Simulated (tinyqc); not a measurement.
Spin coating of a resist or spin-on film: centrifugal thinning, evaporation and the final thickness (Emslie and Meyerhofer models): one step, computed by the program tinyqc. Command: `OMP_NUM_THREADS=1 python tinyqc.py 3112112 3112113 out.jsonl spincoat walk`. One thread of a shared host (Intel(R) Xeon(R) Processor @ 2.30GHz), about 0.07 s of CPU time with the checks.

A Newtonian film stays uniform over the wafer; solvent and solids have the same density and the concentration is uniform through the thickness.

Question. Rates. omega = 2 pi f/60; nu(c) = nu_s + k c^gamma; evaporation rate e = e0 sqrt(f/1000 rpm). Flow constant K = 2 omega^2/(3 nu(c0)); Reynolds number of the air omega R^2/nu_air with nu_air = 15 mm^2/s.

Inputs (values chosen for the exercise, of the order of those of a polymer resist in an ester solvent):
```
quantity                                 value          unit
solids volume fraction c0                 0.29             -
kinematic viscosity of the solvent nu_s   0.97        mm^2/s
viscosity constant k                      5400        mm^2/s
viscosity exponent gamma                     3             -
spin speed f                              2500           rpm
evaporation rate at 1000 rpm e0           0.21  micrometre/s
wafer radius R                             150            mm
```

Give: omega; nu(c0); evaporation rate e; flow constant K; Reynolds number of the air.

Answer.

omega = 261.80 1/s

nu(c0) = 132.6706 mm^2/s

evaporation rate e = 0.33204 micrometre/s

flow constant K = 3.4441e-04 1/(micrometre^2 s)

Reynolds number of the air = 3.9270e+05

Caution: above a Reynolds number of about 3e5 the air flow near the rim turns turbulent, and evaporation is no longer uniform.
